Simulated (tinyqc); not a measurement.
Worked calculation: strain-driven roughening and islands of a mismatched epitaxial film. Computed by tinyqc, a small Python program that keeps every step. Command: `OMP_NUM_THREADS=1 python tinyqc.py 3030974 3030975 out.jsonl island walk`. One thread of a shared host (Intel(R) Xeon(R) Processor @ 2.30GHz), about 0.01 s of CPU time with the checks. Intermediate numbers are printed to about 7 digits and carried at full precision; extremes and crossings named in words are read from the listed rows.

Film and substrate share isotropic elastic constants; the film is coherent and biaxially strained.

Inputs (values chosen for the exercise, modelled on Si(0.5)Ge(0.5) on Si):

| quantity | value | unit |
|---|---|---|
| misfit \|f\| | 0.0215 | - |
| shear modulus G | 55.2 | GPa |
| Poisson ratio nu | 0.25 | - |
| surface energy gamma | 1.18 | J/m^2 |
| contact angle of the shallow shape theta_1 | 11.2 | degrees |
| contact angle of the steep shape theta_2 | 26 | degrees |
| facet energy of shape 1 over gamma | 1.005 | - |
| facet energy of shape 2 over gamma | 1.05 | - |
| wetting energy gamma_s - gamma | 0.065 | J/m^2 |
| decay length of wetting delta | 0.45 | nm |
| surface mobility D_s nu_s Omega^2/(k_B T) | 1.5e-34 | m^6/(J s) |
| initial ripple amplitude A0 | 0.21 | nm |
| ripple wavelength over the critical one | 3.7 | - |
| island volume V | 53 | nm^3 |

Transport: surface diffusion.

Constants: e = 1.602176634e-19 C.

## Elastic energy of the flat film

M = 2 G (1 + nu)/(1 - nu); stress = M f; energy density w = M f^2.

biaxial modulus M = 184 GPa

stress = 3.956 GPa

energy density w = 85.054 MJ/m^3

## Asaro-Tiller-Grinfeld instability

A ripple A cos(k x) has the surface chemical potential per volume [gamma k^2 - 2 (1 + nu) w k] A cos(k x), so k_c = 2 (1 + nu) w/gamma. With surface diffusion the amplitude grows at the rate q = B k^2 [2 (1 + nu) w k - gamma k^2], fastest at k_m = (3/4) k_c. B is the surface mobility.

k_c = 0.1801992 1/nm

critical wavelength = 34.86801 nm

fastest wavelength = 46.49068 nm

growth time 1/q at k_m = 50.80330 s

A ripple of A0 needs about 120 s to reach a twentieth of its wavelength.

## A ripple of given wavelength

A ripple A cos(k x) has the surface chemical potential per volume [gamma k^2 - 2 (1 + nu) w k] A cos(k x), so k_c = 2 (1 + nu) w/gamma. With surface diffusion the amplitude grows at the rate q = B k^2 [2 (1 + nu) w k - gamma k^2], fastest at k_m = (3/4) k_c. B is the surface mobility. Stress at the trough = stress x (1 + 2 k A).

k = 0.04870247 1/nm

rate q = 0.002688692 1/s

q over the largest rate = 0.1365945

stress concentration at A0 = 1.020455

The ripple grows.

## Wetting layer

The surface energy depends on thickness as gamma + (gamma_s - gamma) exp(-h/delta). Its curvature adds W2 = (gamma_s - gamma) exp(-h/delta)/delta^2 to the restoring terms; the flat film is stable while W2 > (1 + nu)^2 w^2/gamma, which gives h_c = delta ln[(gamma_s - gamma) gamma/(delta^2 (1 + nu)^2 w^2)], or 0 if negative.

wetting-layer thickness h_c = 1.580316 nm

Layer-by-layer growth up to h_c, then roughening: the Stranski-Krastanov mode.

## Island nucleation

Shallow faceted island (Tersoff form): E = 4 Gam V^(2/3) tan^(1/3)(theta) - 6 c V tan(theta), Gam = gamma [x/sin(theta) - 1/tan(theta)], x the facet energy over gamma, c = stress^2 (1 - nu)/(2 pi G). The barrier is the maximum of E, at V_c = [4 Gam/(9 c)]^3 / tan^2(theta) (1 GPa nm = 1 J/m^2).

c = 0.03384191 GPa

Gam of shape 1 = 0.1460757 J/m^2

critical volume, shape 1 = 180.0810 nm^3

barrier, shape 1 = 22.59490 eV

Gam of shape 2 = 0.4070136 J/m^2

critical volume, shape 2 = 642.0237 nm^3

barrier, shape 2 = 198.4260 eV

The shallow shape has the lower barrier. Each barrier is a third of the surface term at V_c and scales as Gam^3/c^2, that is as f^(-4).

## Which shape at the volume V

The two energies cross at V_x^(1/3) = 4 [Gam_2 t2^(1/3) - Gam_1 t1^(1/3)]/(6 c (t2 - t1)), t = tan(theta); mu = dE/dV.

E of shape 1 = 16.69198 eV

E of shape 2 = 80.09833 eV

crossing volume V_x = 4092.045 nm^3

jump of mu at V_x, shape 2 less shape 1 = -19.60985 MJ/m^3

At V the shallow shape is lower, though both lie above the flat film. At V_x the chemical potential drops, so islands that have turned steep grow at the cost of the shallow ones. Caution: the shallow-slope form overstates the relaxation of facets steeper than about 25 degrees.

## Scaling with the misfit

A ripple A cos(k x) has the surface chemical potential per volume [gamma k^2 - 2 (1 + nu) w k] A cos(k x), so k_c = 2 (1 + nu) w/gamma. With surface diffusion the amplitude grows at the rate q = B k^2 [2 (1 + nu) w k - gamma k^2], fastest at k_m = (3/4) k_c. V_c = [4 Gam/(9 c)]^3/tan^2(theta), barrier = (4/3) Gam V_c^(2/3) tan^(1/3)(theta); the growth time is 1/q at k_m.

Misfit scaled at fixed constants:

| \|f\| (%) | fastest wavelength (nm) | growth time (s) | V_c of shape 1 (nm^3) | barrier of shape 1 (eV) |
|---|---|---|---|---|
| 0.5375 | 743.8508 | 3.329445e+06 | 7.376117e+05 | 5.784295e+03 |
| 0.7525 | 379.5157 | 2.256044e+05 | 9.796244e+04 | 1.505700e+03 |
| 1.0750 | 185.9627 | 1.300565e+04 | 1.152518e+04 | 3.615185e+02 |
| 1.5050 | 94.8789 | 8.812673e+02 | 1.530663e+03 | 9.410622e+01 |
| 2.1500 | 46.4907 | 5.080330e+01 | 1.800810e+02 | 2.259490e+01 |
| 3.0100 | 23.7197 | 3.442450e+00 | 2.391661e+01 | 5.881639e+00 |

Halving the misfit stretches the wavelength 4 times, the barrier 16 times, the volume 64 times and the time 256 times: f^(-2), f^(-4), f^(-6), f^(-8). Over these rows the time spans 6.0 decades: strongly mismatched films tend to roughen first, while dilute alloys have time to stay flat. Rows with wavelengths under 10 nm or volumes under 5 nm^3 are beyond the continuum picture.

Checks made by the program: k_m against a numerical maximum of the rate (relative difference 5e-10).
